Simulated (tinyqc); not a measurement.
# Changing the temperature T

Model: formation energy of a charged point defect from supercell energies. Computed by tinyqc, a small Python program. Command: `OMP_NUM_THREADS=1 python tinyqc.py 3021654 3021655 out.jsonl formation sweep`. One thread of a shared host (Intel(R) Xeon(R) Processor @ 2.30GHz), about 0.01 s of CPU time with the checks.

The host is a compound AB. Making the defect adds n_A = 1, n_B = 0 atoms to the cell. All total energies are inputs. E_F is counted from the valence-band maximum (VBM); x = 0 is A-rich and x = 1 B-rich growth.

Inputs (values chosen for the exercise, for a model compound AB):
```
quantity                       value      unit
E_VBM of the host cell         3.786        eV
potential alignment dV         0.095        eV
dielectric constant eps         10.8         -
cell length L                   21.4  angstrom
mu_A of the pure element      -4.201        eV
formation enthalpy dH of AB    -1.06        eV
growth condition x              0.57         -
Fermi level E_F                0.938        eV
site density N_s             2.3e+22     cm^-3
```

Defect: A interstitial. Supercell lattice: fcc.

charge states q: 2  1  0

E(defect, q) - E(host), in the order of q (eV): -9.535  -5.147  -0.844

Constants: e^2/(4 pi eps_0) = 14.39964548 eV angstrom; k_B = 8.617333262e-05 eV/K.

Method:
- dmu_A = x dH and dmu_B = (1 - x) dH, so that dmu_A + dmu_B = dH; mu = mu(element) + dmu.
- The reservoir term is sum n_i mu_i.
- Image-charge correction of a point charge in a neutralising background: E_corr = q^2 alpha e^2/(4 pi eps_0) / (2 eps L), alpha = 2.888282 for a fcc array with L the cube root of the volume.
- E_f(q, E_F) = [E(defect, q) - E(host)] - sum n_i mu_i + q (E_VBM + dV + E_F) + E_corr(q).
- E_f(q, E_F) = E_f(q, 0) + q E_F.
- c_q = N_s exp(-E_f(q, E_F)/k_B T), with all degeneracy factors one and no vibrational entropy.

One run for each value:
```
temperature T (K)  total concentration (cm^-3)  mean charge (e)
500                                  2.720e-18        7.799e-07
643                                  2.062e-09        1.780e-05
786                                  9.180e-04        1.302e-04
929                                  7.458e+00        5.159e-04
1070                                 5.068e+03        1.398e-03
1210                                 7.315e+05        2.991e-03
1360                                 4.843e+07        5.677e-03
1500                                 1.139e+09        9.201e-03
```

What does the table show, and why?

Over the rows, total concentration (cm^-3) rises from 2.72e-18 to 1.14e9 (exponent d ln y / d ln x 81 between the first rows and 32 between the last); mean charge (e) rises from 7.80e-7 to 0.00920 (exponent d ln y / d ln x 12 between the first rows and 4.9 between the last). A line through ln c against 1/(k_B T) has slope -3.962 eV, minus the formation energy averaged over the charge states present.
